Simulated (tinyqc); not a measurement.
Resistive memory cell, filament-gap model with Joule heating: one step of the calculation.

A tunnelling gap g separates the tip of a filament from the electrode. I = I0 exp(-g/g0) sinh(Vd/V0), with Vd = V - I Rs on the device; T = T0 + Rth Vd I at once; the gap closes as dg/dt = -nu exp(-q Ea/(kB T)) sinh(al q Vd/(kB T)). All constants are fitting values of a compact model.

Problem. Current, temperature and closing rate. I, T and dg/dt as above.

Values chosen for this exercise: ambient temperature T0 = 358 K; current scale I0 = 0.76 mA; tunnelling length g0 = 0.27 nm; voltage scale V0 = 0.46 V; attempt velocity nu = 1 m/s; activation energy Ea = 0.74 eV; barrier lowering per volt on the device al = 0.59; thermal resistance Rth = 6.1e5 K/W.

Constants: q = 1.602176634e-19 C, kB = 1.380649e-23 J/K. Results are converted to the units shown.

g = 1.4 nm
Vd = 1.0589482 V

Find: I; T; lowered barrier Ea - al Vd; -dg/dt.

Solution.

I = 21.052 uA
T = 371.60 K
lowered barrier Ea - al Vd = 0.11522 eV
-dg/dt = 0.013687 nm/ns

Program tinyqc, `OMP_NUM_THREADS=1 python tinyqc.py 2880045 2880046 out.jsonl`; Intel Xeon 2.30GHz, shared host, one thread, about 0.05 s.
